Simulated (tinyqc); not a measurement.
Precursor delivery and alloy composition in metal-organic vapour-phase epitaxy: one step, computed by the program tinyqc.

Carrier gas leaves each bubbler saturated. Group-III species cross a boundary layer and react at the surface; element 2 can also desorb. The film is (1)_(1-x) (2)_x V with a zinc-blende cell.

Question. Molar flows. Temperatures in kelvin are T(C) + 273.15. Vapour pressure p_v = 10^(a - b/T); precursor flow = carrier flow x p_v/(p_b - p_v); 1 sccm = 44.615 micromol/min; V/III = hydride flow over the sum of both; gas share x_g = F2/(F1 + F2).

Inputs (values chosen for the exercise, close to those used for InGaAs from TMGa and TMIn):
```
quantity                                value  unit
source 1: a in log10(p/torr) = a - b/T   8.07     -
source 1: b                              1703     K
source 1: bath temperature                 -4     C
source 1: carrier flow                      5  sccm
source 2: a                             10.52     -
source 2: b                              3014     K
source 2: bath temperature                 27     C
source 2: carrier flow                    420  sccm
bubbler pressure p_b                      600  torr
group-V hydride flow                       44  sccm
```

Give: vapour pressures; molar flows; V/III ratio; gas share x_g.

Answer.

vapour pressures (torr): source 1 55.29, source 2 3.009

molar flows (micromol/min): F1 22.64, F2 94.43

V/III ratio = 16.77

gas share x_g = 0.8066

The slope of F2 with the temperature of bath 2 is b ln(10)/T^2 x p_b/(p_b - p_v) = 7.7 % per kelvin.
